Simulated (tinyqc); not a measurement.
Gaussian against the exact two-step profile: two-step dopant diffusion (predeposition and drive-in) with a constant diffusivity. Computed by tinyqc, a small Python program. Command: `OMP_NUM_THREADS=1 python tinyqc.py 3030188 3030189 out.jsonl dopdiff walk`. One thread of a shared host (Intel(R) Xeon(R) Processor @ 2.30GHz), about 0.05 s of CPU time with the checks.

Fick diffusion into a half space x > 0 whose background doping C_B is of the opposite type, so that a junction lies where C = C_B.

Inputs (values chosen for the exercise, modelled on antimony in silicon): prefactor D0 = 4.44 cm^2/s; activation energy E = 3.86 eV; surface concentration C_s = 4.1e+18 1/cm^3; background doping C_B = 1.5e+16 1/cm^3; predeposition temperature T1 = 1050 C; predeposition time t1 = 5 min; drive-in temperature T2 = 1000 C; drive-in time t2 = 90 min; ramp rate = 8 C/min; stand-by temperature = 750 C.

Furnace ramps of the drive-in: linear ramps.

Constants: k_B = 8.617333262e-05 eV/K.

Method:
- D = D0 exp(-E/(k_B T)).
- Temperatures in kelvin are T(C) + 273.15.
- Times in seconds are 60 times the minutes.
- One ramp between the stand-by temperature and T2 adds int D dT / rate (40-point Gauss-Legendre); the usual estimate counts it as an extra time k_B T2^2/(E rate) at T2. (Dt)2 = D2 t2 + two ramps, times in seconds.
- C = C_s erfc(x/(2 sqrt(D1 t1))); dose Q = 2 C_s sqrt(D1 t1/pi); the junction solves erfc(z) = C_B/C_s with x_j = 2 z sqrt(D1 t1).
- With a sealed surface and a thin source, C = Q/sqrt(pi (Dt)2) exp(-x^2/(4 (Dt)2)); x_j = 2 sqrt((Dt)2 ln(C(0)/C_B)); gradient at the junction |dC/dx| = C_B x_j/(2 (Dt)2).
- Exact two-step profile: C = (2 C_s/pi) int_0^alpha exp(-beta (1 + u^2))/(1 + u^2) du with alpha = sqrt(D1 t1/(Dt)2), beta = x^2/(4 (D1 t1 + (Dt)2)).
- The integral takes 48 Gauss-Legendre points; solve C(x) = C_B.
- Gaussian: C = Q/sqrt(pi (Dt)2) exp(-x^2/(4 (Dt)2)).
- Depths are fractions of the Gaussian x_j.

surface concentration C(0) (Gaussian) = 1.14282e+18 1/cm^3

junction depth x_j = 0.154579 um

drive-in budget (Dt)2 = 1.37857e-11 cm^2

product D1 t1 = 2.64275e-12 cm^2

exact junction depth = 0.163172 um

Profiles:
```
x/x_j   x (um)  Gaussian (1/cm^3)  exact (1/cm^3)   ratio
0.0    0.00000         1.1428e+18      1.0772e+18  1.0609
0.2    0.03092         9.6095e+17      9.2319e+17  1.0409
0.4    0.06183         5.7131e+17      5.8138e+17  0.9827
0.6    0.09275         2.4016e+17      2.6935e+17  0.8916
0.8    0.12366         7.1379e+16      9.1970e+16  0.7761
1.0    0.15458         1.5000e+16      2.3202e+16  0.6465
1.2    0.18549         2.2288e+15      4.3367e+15  0.5139
```

What does the comparison show, and why?

With D1 t1/(Dt)2 = 0.19, the Gaussian is 6.1 % high at the surface and 35 % low at its own junction; the exact junction lies at 0.1632 um, 5.6 % deeper. The dose is the same, but the real source already has a width, which carries into the tail. Caution: the drive-in budget is under fifteen times D1 t1, so the source is not thin and the Gaussian junction is too shallow.
